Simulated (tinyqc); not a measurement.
Capillary instabilities by surface diffusion: grooving and agglomeration of films, edge retraction, wire break-up and smoothing of roughness: one step, computed by the program tinyqc.

Isotropic surface energy; shapes change by surface diffusion alone.

Question. The Mullins constant. B = D_s nu gamma_s Omega^2/(k_B T), D_s = D0 exp(-Q/(k_B T)).

Inputs (values chosen for the exercise, of the order of those of a nickel silicide film):
```
quantity                  value        unit
surface energy gamma_s     1.45       J/m^2
atomic volume Omega        12.2  angstrom^3
surface sites nu             12      1/nm^2
prefactor D0            0.00075       m^2/s
activation energy Q        1.97          eV
temperature T               852           K
time t                      710           s
```

Constants: k_B = 8.617333262e-05 eV/K; k_B = 1.380649e-23 J/K.

Give: D_s; B; length (B t)^(1/4).

Answer.

D_s = 1.6675e-15 m^2/s

B = 367.11 nm^4/s

length (B t)^(1/4) = 22.595 nm

Lengths grow as t^(1/4): doubling one takes 16 times as long, or roughly 100 K more.
